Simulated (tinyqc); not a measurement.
# Tunnelling through a two-layer gate stack, WKB transmission and Tsu-Esaki current: effect of the thickness t2 at fixed voltage

Electrons leave the emitter at x = 0. Energies E (motion across the layers) are in eV from the emitter Fermi level; the collector Fermi level lies at -V and offers states at every E. No charge in the dielectric and no image force: F1 = V/(t1 + t2 eps1/eps2), F2 = F1 eps1/eps2; U = phi1 - F1 x in layer 1 and phi2 - F1 t1 - F2 (x - t1) in layer 2. With C = hbar^2/(2 m0), kappa = sqrt(m (U - E)/C) where U > E and 0 elsewhere; T(E) = exp(-S), S = 2 times the integral of kappa over x.

Each layer adds (2/F) sqrt(m/C) [G(u at its left edge) - G(u at its right edge)] to S, with u = U - E (0 where negative) and G(u) = (2/3) u^1.5. J = J0 times the integral of T(E) N(E) dE, N = ln[(1 + exp(-E/Vt))/(1 + exp((-E - V)/Vt))], J0 = q^2 me m0 kB T/(2 pi^2 hbar^3) (times 1e-4 for A/cm^2 per eV), from E = -Ef to far above the barrier (T = 1 there), by quadrature converged to the digits shown.

Parameters, values chosen for the exercise; layer 1 close to silicon dioxide, layer 2 close to hafnium oxide: temperature T = 400 K; Fermi energy of the emitter above its band bottom Ef = 2.6 eV; emitter mass in the supply function me = 0.4 m0; barrier of layer 1 above the emitter Fermi level at zero bias phi1 = 3.07 eV; tunnelling mass of layer 1 m1 = 0.5 m0; thickness of layer 1 t1 = 0.9 nm; relative permittivity of layer 1 eps1 = 3.72; barrier of layer 2 at zero bias phi2 = 1.55 eV; tunnelling mass of layer 2 m2 = 0.2 m0; relative permittivity of layer 2 eps2 = 21.4; voltage across the dielectric V = 1.4 V.

Constants: q = 1.602176634e-19 C, kB = 1.380649e-23 J/K, hbar = 1.054571817e-34 J s, m0 = 9.1093837015e-31 kg, Vt = kB T/q, hbar^2/(2 m0) = 0.0380998212 eV nm^2. Results are converted to the units shown.

Results:
```
t2 (nm)	S at E = 0	T(E = 0)	J (A/cm^2)	mean E of the current (eV)
1.9	15.40	2.044e-7	22.64	-0.2390
2.36	16.94	4.378e-8	3.717	-0.1805
2.81	18.50	9.258e-9	0.6486	-0.1344
3.27	20.12	1.821e-9	0.1113	-0.09218
3.73	21.78	3.474e-10	0.01964	-0.05011
4.19	23.46	6.461e-11	0.003602	-0.003473
5.1	26.85	2.185e-12	1.515e-4	0.1195
```

Estimate the missing row, t2 = 4.64 nm.

Computed row:
```
t2 (nm)	S at E = 0	T(E = 0)	J (A/cm^2)	mean E of the current (eV)
4.64	25.13	1.221e-11	7.232e-4	0.05107
```

With this row back in the table: J falls from 22.6 to 1.51e-4 A/cm^2: 1.71 decades a nanometre between the first two rows and 1.48 between the last two. The exponent S alone gives dS/dt/ln 10 = 1.45 and 1.62. In 3 of the 8 rows the field exceeds 10 MV/cm (up to 11.4), more than most dielectrics sustain; the model ignores breakdown.

Numbers from tinyqc (`OMP_NUM_THREADS=1 python tinyqc.py 2540076 2540077 out.jsonl`; about 0.04 s on one thread of a shared Intel Xeon 2.30GHz).
